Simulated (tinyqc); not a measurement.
## Band offsets from two capacitances

Problem. A p-n heterojunction (1: p-type, 2: n-type) in the depletion approximation obeys 1/C^2 = 2 (er1 N1 + er2 N2)(Vbi - V)/(q eps0 er1 er2 N1 N2), with Vbi = dEc + Eg1 - Vt ln(Nc2 Nv1/(N1 N2)), dEc = Ec2 - Ec1 and dEv = Eg2 - Eg1 - dEc. Find N2, Vbi, dEc and dEv.

Inputs (values chosen for the exercise); band and dielectric values those of a made-up pair:
```
symbol    value   unit                                          meaning
T           350      K                                      temperature
Eg1        1.08     eV                           band gap of material 1
er1        11.5                     relative permittivity of material 1
Nv1     1.36e19  cm^-3     valence-band density of states of material 1
Eg2        1.04     eV                           band gap of material 2
er2        11.6                     relative permittivity of material 2
Nc2     3.68e19  cm^-3  conduction-band density of states of material 2
N1       2.1e16  cm^-3                   acceptor density of material 1
```

Constants: q = 1.602176634e-19 C, kB = 1.380649e-23 J/K, Vt = kB T/q, eps0 = 8.8541878128e-14 F/cm where lengths are in cm. Results are converted to the units shown.

C at V = -0.6 and -4.9 V (nF/cm^2): 19.076107  9.0778611

Answer. The slope of 1/C^2 against -V is (2/(q eps0)) (1/(er2 N2) + 1/(er1 N1)), which gives N2; the intercept is Vbi, and the offsets follow.

N2 = 7.600e15 cm^-3
Vbi = 0.6588 V
dEc = 0.03000 eV
dEv = -0.07000 eV

Computed by the program tinyqc: `OMP_NUM_THREADS=1 python tinyqc.py 2040091 2040092 out.jsonl`, one thread of a shared Intel Xeon 2.30GHz, about 0.04 s for the whole run.
